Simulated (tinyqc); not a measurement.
Inside a calculation. Model: Hall effect and magnetoresistance of several carrier groups with constant relaxation times. Computed by tinyqc, a small Python program that keeps every step. Command: `OMP_NUM_THREADS=1 python tinyqc.py 3003880 3003881 out.jsonl hall2 walk`. One thread of a shared host (Intel(R) Xeon(R) Processor @ 2.30GHz), about 0.01 s of CPU time with the checks. Intermediate numbers are printed to about 7 digits and carried at full precision; extremes and crossings named in words are read from the listed rows.

Group 1 has charge -e and group 2 charge +e; s_i is that sign. B lies along z; mu B is formed with mu in m^2/(V s).

Inputs (values chosen for the exercise, for a model conductor):

| quantity | value | unit |
|---|---|---|
| density n1 | 7.9e+18 | 1/cm^3 |
| mobility mu1 | 9400 | cm^2/(V s) |
| density n2 | 7.9e+18 | 1/cm^3 |
| mobility mu2 | 530 | cm^2/(V s) |
| magnetic field B | 0.68 | T |

Carriers: compensated semimetal. Densities: per volume.

Constants: e = 1.602176634e-19 C.

## Conductivity of each group

sigma_xx = sum n_i e mu_i/(1 + mu_i^2 B^2); sigma_xy = sum s_i n_i e mu_i^2 B/(1 + mu_i^2 B^2).

Parts (S/cm):

| group | mu B | sigma_xx | sigma_xy |
|---|---|---|---|
| group 1 | 0.6392 | 8446.657 | -5399.103 |
| group 2 | 0.03604 | 669.9612 | 24.14540 |

sigma_xx = 9116.618 S/cm

sigma_xy = -5374.958 S/cm

sigma at B = 0 = 12568.60 S/cm

## Resistivity, Hall coefficient and magnetoresistance

rho_xx = sigma_xx/(sigma_xx^2 + sigma_xy^2); Hall coefficient R_H = sigma_xy/(B (sigma_xx^2 + sigma_xy^2)), with B in V s/cm^2 (1 T = 1e-4 V s/cm^2); magnetoresistance MR = rho_xx(B)/rho_xx(0) - 1. Apparent density 1/(e |R_H|); Hall mobility |R_H|/rho_xx.

rho_xx = 8.139627e-05 ohm cm

Hall coefficient R_H = -0.7057272 cm^3/C

magnetoresistance MR = 2.303677 %

apparent density = 8.844081e+18 1/cm^3

Hall mobility = 8670.265 cm^2/(V s)

A one-carrier reading would report electrons of density 8.84e18, against n1 = 7.9e18 and n2 = 7.9e18.

## Limits of weak and strong field

Weak field: R_H(0) = sum s_i n_i mu_i^2/(e (sum n_i mu_i)^2); MR = c B^2 with c = n1 n2 mu1 mu2 (s1 mu1 - s2 mu2)^2/(n1 mu1 + n2 mu2)^2. With n1 = n2 and opposite charges R_H stays at R_H(0) and MR = mu1 mu2 B^2 at every field.

R_H at weak field = -0.7057272 cm^3/C

coefficient c = 0.04982 1/T^2

## Field dependence

rho_xx = sigma_xx/(sigma_xx^2 + sigma_xy^2); Hall coefficient R_H = sigma_xy/(B (sigma_xx^2 + sigma_xy^2)), with B in V s/cm^2 (1 T = 1e-4 V s/cm^2); magnetoresistance MR = rho_xx(B)/rho_xx(0) - 1.

Against the field:

| B (T) | mu1 B | rho_xx (ohm cm) | R_H (cm^3/C) | MR (%) |
|---|---|---|---|---|
| 0.053 | 4.982000e-02 | 7.957452e-05 | -0.7057272 | 1.399444e-02 |
| 0.16 | 1.504000e-01 | 7.966486e-05 | -0.7057272 | 1.275392e-01 |
| 0.43 | 4.042000e-01 | 8.029630e-05 | -0.7057272 | 9.211718e-01 |
| 1.1 | 1.034000e+00 | 8.435964e-05 | -0.7057272 | 6.028220e+00 |
| 2.7 | 2.538000e+00 | 1.084598e-04 | -0.7057272 | 3.631878e+01 |
| 6.4 | 6.016000e+00 | 2.419226e-04 | -0.7057272 | 2.040627e+02 |
| 16 | 1.504000e+01 | 1.094308e-03 | -0.7057272 | 1.275392e+03 |
| 43 | 4.042000e+01 | 7.408718e-03 | -0.7057272 | 9.211718e+03 |
| 130 | 1.222000e+02 | 6.706859e-02 | -0.7057272 | 8.419580e+04 |

MR starts as B^2.00 and ends as B^2.00: with equal densities of opposite charge no Hall field can balance both groups, so it never saturates. One group alone would show no magnetoresistance in this model. The rows with mu1 B well above 1 show the semiclassical limit; Landau quantisation is left out. Fields above 100 T are beyond ordinary laboratory magnets.

Checks made by the program: weak-field formulas against the tensor at mu1 B = 1e-3 (relative difference 1e-10).
